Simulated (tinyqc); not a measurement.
# From one set of inputs to another, one input at a time

Model: Born-von Karman spring model of a cubic crystal with one atom per cell. Computed by tinyqc, a small Python program. Command: `OMP_NUM_THREADS=1 python tinyqc.py 3021301 3021302 out.jsonl springs ladder`. One thread of a shared host (Intel(R) Xeon(R) Processor @ 2.30GHz), about 0.3 s of CPU time with the checks.

First neighbours lie at a/2 (1,1,0) (12 of them), second at a (1,0,0) (6), with all permutations and signs; the volume per atom is Omega = a^3/4.

The inputs printed are set A. Inputs not listed in the table keep their values of set A, so the rows need not describe a real material.

Inputs (values chosen for the exercise, for a model crystal):

| quantity | value | unit |
|---|---|---|
| lattice constant a | 4.5 | angstrom |
| atomic mass M | 127 | u |
| radial spring k1L | 0.317 | eV/angstrom^2 |
| transverse spring k1T | 0 | eV/angstrom^2 |
| radial spring k2L | 0.084 | eV/angstrom^2 |
| transverse spring k2T | 0 | eV/angstrom^2 |
| mesh divisions n | 6 | - |
| temperature T | 50 | K |

Lattice: fcc.

Constants: 1 eV/angstrom^3 = 160.2176634 GPa; nu for 1 eV/(angstrom^2 u) = 15.6333042 THz; h x 1 THz = 4.135667696 meV; k_B = 8.617333262e-05 eV/K; hbar^2/u = 4.18015928e-03 eV angstrom^2.

Method:
- [ij,kl] = (1/(2 Omega)) sum_R K_ij R_k R_l; C11 = [xx,xx], C44 = [xx,yy], C12 = 2 [xy,xy] - C44; B = (C11 + 2 C12)/3; Zener ratio A = 2 C44/(C11 - C12). K(R) = kL n n^T + kT (1 - n n^T).
- A neighbour at R with unit vector n couples by the matrix K(R) = kL n n^T + kT (1 - n n^T), and D(q) = (1/M) sum_R K(R) [1 - cos(q.R)].
- An eigenvalue lambda of D in eV/(angstrom^2 u) gives nu = 15.6333042 THz x sqrt(lambda).
- Mesh: q = sum_i (m_i + 1/2)/n b_i, m_i = 0..n-1, with b = [[-1, 1, 1], [1, -1, 1], [1, 1, -1]] in 2 pi/a; sums are averages over the n^3 points, per atom.
- With x = h nu/(k_B T) and n = 1/(exp(x) - 1) for each mode: F = k_B T [x/2 + ln(1 - exp(-x))], U = k_B T x (n + 1/2), S/k_B = x n - ln(1 - exp(-x)), C/k_B = x^2 n (n + 1).
- <u_x^2> = (1/3) sum over modes of hbar^2/(2 M h nu) coth(x/2); zero-point energy = sum h nu/2. <u_x^2> converges slowly with the mesh, from below, with an error of order 1/n.

Each row keeps all changes above it:

| input moved | from | to | C11 (GPa) | <u_x^2> (angstrom^2) | zero-point energy (meV/atom) |
|---|---|---|---|---|---|
| set A | - | - | 34.54 | 0.0049533 | 10.017 |
| radial spring k1L (eV/angstrom^2) | 0.317 | 2.16 | 165.77 | 0.0012863 | 24.662 |
| lattice constant a (angstrom) | 4.5 | 4.08 | 182.84 | 0.0012863 | 24.662 |
| radial spring k2L (eV/angstrom^2) | 0.084 | 0.28 | 213.62 | 0.0012216 | 25.277 |
| atomic mass M (u) | 127 | 196.97 | 213.62 | 0.0010596 | 20.297 |

C11 goes from 34.5 to 214, a factor 6.19 in all. The largest single move comes from radial spring k1L (a factor 4.80). <u_x^2> goes from 0.00495 to 0.00106, a factor 0.214 in all. The largest single move comes from radial spring k1L (a factor 0.260). Zero-point energy goes from 10.0 to 20.3, a factor 2.03 in all. The largest single move comes from radial spring k1L (a factor 2.46), and atomic mass M works against it (a factor 0.803). The single moves hold for this order of the switches; the total does not depend on the order.

Extremes, crossings and ranges named in words are read from the listed rows.
